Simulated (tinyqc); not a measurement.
Worked calculation: gated graphene: carriers, quantum capacitance and optical conductivity. Values are carried at full precision from step to step, so a last printed digit may differ when a step is redone from the rounded ones.

Cones E = +/- hv |k|, four flavours, D(E) = 2|E|/(pi hv^2). n = (2/pi)(kT/hv)^2 F_1(mu/kT), p = (2/pi)(kT/hv)^2 F_1(-mu/kT), in 1/angstrom^2 (1e16 for 1/cm^2); F_1(eta) = integral_0^infinity x dx/(1 + exp(x - eta)). Cq/e^2 = d(n - p)/d mu = (2 kT/(pi hv^2)) ln(2 + 2 cosh(mu/kT)).

Gate: V = mu/e + e (n - p)/Cox with Cox/e^2 = k/(4 pi e2 t), t in angstrom, e2 = e^2/(4 pi eps0); 1/(eV angstrom^2) in C/e^2 equals 1602.176634 microfarad/cm^2; total 1/C = 1/Cox + 1/Cq.

Constants: kB = 8.617333262e-05 eV/K; e^2/(4 pi eps0) = 14.39964547 eV angstrom; fine-structure constant alpha = 0.007297352564.

Values chosen for the exercise (Fermi velocity near that of graphene, gate dielectric near SiO2; shifted at random, so the results belong to these values and not to a real crystal): hv = 6.24 eV angstrom (hbar vF); T = 300 K; k = 3.84 (dielectric constant of the gate layer); t = 30 nm (its thickness); V = -2.93 V (gate voltage from the neutrality point); E = 0.154 eV (photon energy); Gm = 5 meV (intraband damping).

## Chemical potential at the gate voltage

Solve the gate equation for mu.

Cox = 0.1133 microfarad/cm^2
mu = -0.1479 eV
n = 3.57e+08 1/cm^2
p = 1.97e+12 1/cm^2

mu takes 5.0 % of the gate voltage; the zero-temperature rule |mu| = hv sqrt(pi |n - p|) gives 0.1552 eV.

## Quantum capacitance

1/(eV angstrom^2) in C/e^2 equals 1602.176634 microfarad/cm^2; 1/C = 1/Cox + 1/Cq.

Cq = 3.879 microfarad/cm^2
C = 0.1101 microfarad/cm^2
Cq at mu = 0 = 0.9388 microfarad/cm^2

C is 0.972 of Cox.

## Optical conductivity at one energy

Conductivity over sigma0 = e^2/(4 hbar): interband Re = sinh(E/2kT)/(cosh(mu/kT) + cosh(E/2kT)); intraband Re = (8 kT/pi) ln(2 cosh(mu/2kT)) Gm/(E^2 + Gm^2). A free sheet absorbs about pi alpha_f Re(sigma/sigma0), alpha_f the fine-structure constant (alpha among the constants).

Evaluate both parts and the absorption.

interband = 0.0603
intraband = 0.0397
absorption = 0.229 %

E is below 2|mu| = 0.2959 eV; at this temperature interband transitions are mostly Pauli blocked; the universal value is pi alpha_f = 2.293 %.

## Checks

- Cq/e^2 against the finite difference of n - p (1/(eV angstrom^2)): both 0.002421.

Program tinyqc; command `OMP_NUM_THREADS=1 python tinyqc.py 1650407 1650408 out.jsonl`; about 0.01 s on one thread of a shared Intel(R) Xeon(R) Processor @ 2.30GHz.
